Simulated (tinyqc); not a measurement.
Inside a calculation. Method: coherent transport through a tight-binding region between two chains. Computed by tinyqc, a small Python program that keeps every step. Settings: temperature = 300, mu = -0.3. Command: `OMP_NUM_THREADS=1 python tinyqc.py 21021 21022 out.jsonl` (the two numbers bound the seeds that draw the settings). One thread of a shared host (Intel(R) Xeon(R) Processor @ 2.60GHz), about 0.1 s of CPU time with the checks.

## Transmission at E = -0.87 eV

H of the central region (eV), lower triangle:
```
          1         2         3         4        5
1   0.00000
2  -0.55000   0.00000
3   0.00000  -0.55000   0.00000
4   0.00000   0.00000  -0.55000   0.00000
5   0.00000   0.00000   0.00000  -0.55000  0.00000
```

Leads: semi-infinite chains with site energy 0:
```
parameter                           value
lead hopping t (eV)              1.520000
coupling to the left lead (eV)   0.520000
coupling to the right lead (eV)  1.060000
left contact site                       1
right contact site                      5
```

E = -0.87000 eV

Surface Green function g = (E - i sqrt(4 t^2 - E^2)) / (2 t^2); self-energy tc^2 g on each contact site; G = (E - H - Sigma)^(-1); Gamma = -2 Im Sigma; T = Gamma_L Gamma_R |G_LR|^2; local density of states -Im G_ii / pi.

g = -0.18828-0.63038i 1/eV

G (1/eV), lower triangle:
```
                   1                 2                 3                 4
1  -0.12661-1.42754i
2   1.18721-2.08672i  1.12134-3.47560i
3   2.00456-1.87328i  2.40473-3.41104i  1.79929-3.52236i
4   1.98364-0.87647i  2.68251-1.92004i  2.25960-2.16069i  0.89177-1.49778i
5   1.13320+0.48687i  1.83851+0.37388i  1.77499+0.10453i  0.96920-0.20852i

                   5
5  -0.24189-0.43438i
```

local density of states (1/eV): 0.45440  1.10632  1.12120  0.47676  0.13827

transmission = 0.73462

## Transmission across the band

The same steps on a grid of energies.

T(E):
```
E (eV)             T
-2.8880000  2.89e-08
-2.5992000  2.41e-07
-2.3104000  1.33e-06
-2.0216000  7.48e-06
-1.7328000   0.00005
-1.4440000   0.00053
-1.1552000   0.01379
-0.8664000   0.71643
-0.5776000   0.56893
-0.2888000   0.80118
0.0000000    0.62539
0.2888000    0.80118
0.5776000    0.56893
0.8664000    0.71643
1.1552000    0.01379
1.4440000    0.00053
1.7328000    0.00005
2.0216000   7.48e-06
2.3104000   1.33e-06
2.5992000   2.41e-07
2.8880000   2.89e-08
```

levels of the isolated region (eV): -0.95263  -0.55000  0.00000  0.55000  0.95263

## Current

I = (2e/h) int T(E) [f(E - mu - V/2) - f(E - mu + V/2)] dE at 300 K with mu = -0.3 eV, the bias not changing H; 2e^2/h = 77.48092 microsiemens; the integral runs over the band on 4001 points.

Current:
```
V (volt)  I (microampere)
0.01000           0.62424
0.05000           3.11892
0.10000           6.22358
0.20000          12.32941
0.40000          23.69166
0.80000          42.16719
```
